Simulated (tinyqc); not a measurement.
Inside a calculation. Model: Schottky barrier with interface states (Cowley-Sze model), image lowering and contact resistance. Computed by tinyqc, a small Python program that keeps every step. Command: `OMP_NUM_THREADS=1 python tinyqc.py 3030987 3030988 out.jsonl pinning walk`. One thread of a shared host (Intel(R) Xeon(R) Processor @ 2.30GHz), about 0.01 s of CPU time with the checks. Intermediate numbers are printed to about 7 digits and carried at full precision; extremes and crossings named in words are read from the listed rows.

An n-type semiconductor under a metal. The barrier lies between the Schottky-Mott limit phi_M - chi and the Bardeen limit E_g - E_n, E_n being the neutrality level of the interface states; the space-charge term of the full Cowley-Sze expression is left out.

Inputs (values chosen for the exercise, for a model semiconductor):
```
quantity,value,unit
gap E_g,2.74,eV
electron affinity chi,4.31,eV
metal work function phi_M,5.12,eV
neutrality level E_n above the valence band,0.796,eV
optical dielectric constant eps_opt,4.8,-
dielectric constant eps_s,11.2,-
electron mass m_e,0.247,m_0
valleys M_c,1,-
donor density N,2.1e+15,cm^-3
temperature T,350,K
reverse bias V_r,0.35,V
```

Pinning factor from: Moench relation.

Constants: k_B = 8.617333262e-05 eV/K; m_0 = 9.1093837015e-31 kg; k_B = 1.380649e-23 J/K; h = 6.62607015e-34 J s; eps_0 = 8.8541878128e-12 F/m; e = 1.602176634e-19 C; hbar = 1.054571817e-34 J s.

## Pinning factor and barrier

S = 1/(1 + 0.1 (eps_opt - 1)^2), an empirical relation for metal-induced gap states. phi_B = S (phi_M - chi) + (1 - S)(E_g - E_n); the hole barrier is E_g - phi_B.

pinning factor S = 0.4091653

Schottky-Mott barrier = 0.81 eV

Bardeen barrier = 1.944 eV

barrier phi_B = 1.480007 eV

hole barrier = 1.259993 eV

The contact is partly pinned.

## Depletion layer and image lowering under reverse bias

N_c = 2 M_c (2 pi m_e k_B T/h^2)^(3/2); xi = E_c - E_F solves N = N_c F_1/2(-xi/k_B T) (bisection; full ionisation). F_1/2(eta) = (2/sqrt(pi)) int_0^infinity sqrt(x)/(1 + exp(x - eta)) dx, by the trapezoid rule in t = sqrt(x) with step 0.02 up to t = 12 (for eta < -12 by exp(eta) - exp(2 eta)/2^(3/2)). V_bi = phi_B - xi; W = sqrt(2 eps_s eps_0 (V_bi + V_r - k_B T/e)/(e N)); field at the metal E_m = e N W/(eps_s eps_0); image lowering sqrt(e E_m/(4 pi eps_s eps_0)).

N_c = 3.881840e+18 cm^-3

xi = 0.2268666 eV

built-in voltage V_bi = 1.253140 V

depletion width W = 962.9307 nm

field E_m = 32670.66 V/cm

image lowering = 0.02049490 eV

## Thermionic current

A* = 4 pi e m_e M_c k_B^2/h^3 (a simple valley count); J_s = A* T^2 exp(-phi/k_B T). J_0 uses phi_B; the reverse current uses phi_B less the image lowering, times 1 - exp(-V_r/k_B T).

Richardson constant A* = 29.68279 A cm^-2 K^-2

J_0 = 1.776170e-15 A/cm^2

thermionic reverse current = 3.504242e-15 A/cm^2

Image lowering raises the reverse current by a factor 1.97.

## Tunnelling scale and contact resistivity

E_00 = (e hbar/2) sqrt(N/(m_e eps_s eps_0)), E_0 = E_00 coth(E_00/k_B T); scaling form of the contact resistivity rho_c = (k_B/(e A* T)) exp(phi_B/E_0), which is the thermionic result when E_00 << k_B T and keeps only the leading exponential of tunnelling when E_00 >> k_B T; image lowering is left out of it.

E_00 = 5.115398e-04 eV

E_00/k_B T = 0.01696050

E_0 = 0.03016356 eV

contact resistivity rho_c = 1.690103e+13 ohm cm^2

With the usual bounds 0.5 and 5 on E_00/k_B T the regime is thermionic emission; so large a rho_c means a blocking contact.

## Choosing the metal

The formulas are those given above.

Against work function:
```
phi_M (eV),Schottky-Mott (eV),phi_B (eV),J_0 (A/cm^2),rho_c (ohm cm^2)
4.31,0.00,1.148583,1.051426e-10,2.858096e+08
4.54,0.23,1.242691,4.641760e-12,6.472062e+09
4.77,0.46,1.336799,2.049212e-13,1.465577e+11
5.00,0.69,1.430907,9.046717e-15,3.318750e+12
5.22,0.91,1.520923,4.574171e-16,6.561889e+13
5.45,1.14,1.615031,2.019373e-17,1.485918e+15
5.68,1.37,1.709139,8.914986e-19,3.364811e+16
5.91,1.60,1.803247,3.935726e-20,7.619503e+17
```

A span of 1.60 eV in work function moves the barrier by 0.655 eV (slope S = 0.409) and rho_c by 9.4 decades. The barrier equals its Schottky-Mott value only at phi_M = chi + E_g - E_n = 6.25 eV, where the interface states are neutral (beyond the work function of any metal).

## Doping the contact

Regimes: thermionic below E_00/k_B T = 0.5, field emission above 5.

Against doping:
```
N (cm^-3),1e10/sqrt(N),E_00/k_B T,rho_c (ohm cm^2),regime
1.00e+16,1.000000e+02,3.701083e-02,1.660470e+13,thermionic emission
1.00e+17,3.162278e+01,1.170385e-01,1.358876e+13,thermionic emission
1.00e+18,1.000000e+01,3.701083e-01,2.029568e+12,thermionic emission
3.00e+18,5.773503e+00,6.410465e-01,5.274452e+10,thermionic-field emission
1.00e+19,3.162278e+00,1.170385e+00,8.510316e+06,thermionic-field emission
3.00e+19,1.825742e+00,2.027167e+00,1.183223e+02,thermionic-field emission
1.00e+20,1.000000e+00,3.701083e+00,4.675911e-03,thermionic-field emission
3.00e+20,5.773503e-01,6.410465e+00,1.750711e-05,field emission
1.00e+21,3.162278e-01,1.170385e+01,5.491194e-07,field emission
```

Even over the thermionic rows rho_c falls by a factor 8.2, since the barrier is many E_0 high, and then it falls faster, by 19.5 decades in all; in field emission ln rho_c is linear in 1/sqrt(N). It stays above 1e-7 ohm cm^2 at every listed doping.

Checks made by the program: charge in the layer against the field (relative difference below 1e-10).
